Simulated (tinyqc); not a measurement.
Raising U: Hubbard chain of 6 sites, mean field against exact. Computed by the program tinyqc. Collinear unrestricted mean field (the lowest of 40 random starts) against exact diagonalisation.

one-body matrix (hopping and site energies) (eV):
```
,1,2,3,4,5,6
1,0.0000,-0.8100,0.0000,0.0000,0.0000,0.0000
2,-0.8100,0.0000,-0.8100,0.0000,0.0000,0.0000
3,0.0000,-0.8100,0.0000,-0.8100,0.0000,0.0000
4,0.0000,0.0000,-0.8100,0.0000,-0.8100,0.0000
5,0.0000,0.0000,0.0000,-0.8100,0.0000,-0.8100
6,0.0000,0.0000,0.0000,0.0000,-0.8100,0.0000
```

electrons, up and down: 3  3

Exact and mean-field results (eV):
```
U,U/t,E exact,E mean field,mean |n_up - n_down|,"double occupancy, exact",first gap in the sector
0.4100,0.5062,-5.074520,-5.045214,0.0000,0.2262,0.6408
0.8100,1.0000,-4.559403,-4.445214,0.0000,0.2031,0.5751
1.6200,2.0000,-3.682514,-3.278090,0.4041,0.1584,0.4687
2.4300,3.0000,-3.010015,-2.455216,0.6726,0.1197,0.3874
3.2400,4.0000,-2.504978,-1.921679,0.8030,0.0896,0.3249
6.4800,8.0000,-1.432160,-0.999753,0.9485,0.0329,0.1875
9.7200,12.0000,-0.984471,-0.671237,0.9770,0.0160,0.1291
16.2000,20.0000,-0.600607,-0.404189,0.9917,0.0061,0.0788
```

Estimate the missing row, U = 4.86.

Computed row:
```
U          U/t    E exact  E mean field  mean |n_up - n_down|  double occupancy, exact  first gap in the sector
4.8600  6.0000  -1.836036     -1.319644                0.9093                   0.0522                   0.2398
```

In absolute terms mean field is worst at U/t = 4.0, 0.583 eV too high: at small U it is nearly exact, and at large U it misses only exchange-scale energies. Its local moments set in at U/t = 2.0 of those listed, a broken symmetry that the exact state of a finite cluster with equal spins does not have. Relative to the exact energy its error is 0.6 % at the smallest U, 33 % at most and 33 % at the largest. The double occupancy falls from 0.226 to 0.006; at the largest U the first gap is 0.49 times the exchange scale 4t^2/U.
